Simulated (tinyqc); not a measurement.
Stretching all distances: RHF, UHF, MP2, CISD and CCSD against full CI in the sto-6g basis, for H3+, spin multiplicity 1. Computed by the program tinyqc with PySCF. All coordinates are multiplied by the scale. c0^2 is the weight of the RHF determinant in the lowest singlet FCI state (UHF is spin-contaminated and may lie near states of higher spin) and n(LUMO) the first natural occupation beyond the occupied space.

Geometry (angstrom):
```
atom       x       y        z
H     0.0000  0.0000   0.0000
H     0.0000  0.0000   0.7700
H     0.0000  0.0000  -0.7700
```

Full CI energy (hartree) and errors against it (kcal/mol):
```
scale   distance 1-2 (angstrom)     E(FCI)      RHF      UHF      MP2    CISD    CCSD  <S^2> UHF    c0^2  n(LUMO)
0.8600                   0.6622  -1.183218  13.5848  13.5848   4.2313  0.0000  0.0000     0.0000  0.9848   0.0277
1.1400                   0.8778  -1.242951  19.0693  19.0693   6.2194  0.0000  0.0000     0.0000  0.9713   0.0507
1.4100                   1.0857  -1.215986  25.3731  24.4509   8.2866  0.0000  0.0000     0.1766  0.9522   0.0805
1.6800                   1.2936  -1.165780  33.1774  23.1523  10.5303  0.0000  0.0000     0.5130  0.9251   0.1189
2.2400                   1.7248  -1.065557  55.4338  15.2230  14.6430  0.0000  0.0000     0.8307  0.8394   0.2257
2.5100                   1.9327  -1.030477  68.2107  12.3610  14.5680  0.0000  0.0000     0.8997  0.7915   0.2823
```

Estimate the missing row, scale = 1.96.

Computed row:
```
scale   distance 1-2 (angstrom)     E(FCI)      RHF      UHF      MP2    CISD    CCSD  <S^2> UHF    c0^2  n(LUMO)
1.9600                   1.5092  -1.111937  43.3137  19.0818  12.9001  0.0000  0.0000     0.7124  0.8866   0.1685
```

UHF parts from RHF first at scale 1.41 of those listed, where <S^2> leaves zero. The weight c0^2 goes from 0.98 to 0.79 and n(LUMO) from 0.03 to 0.28: static correlation grows as the bonds break into open-shell fragments. The spread of the error along the curve, which distorts its shape, is CISD 0.0, CCSD 0.0, MP2 10.4, UHF 12.1, RHF 54.6 kcal/mol. With two electrons CISD and CCSD are exact.
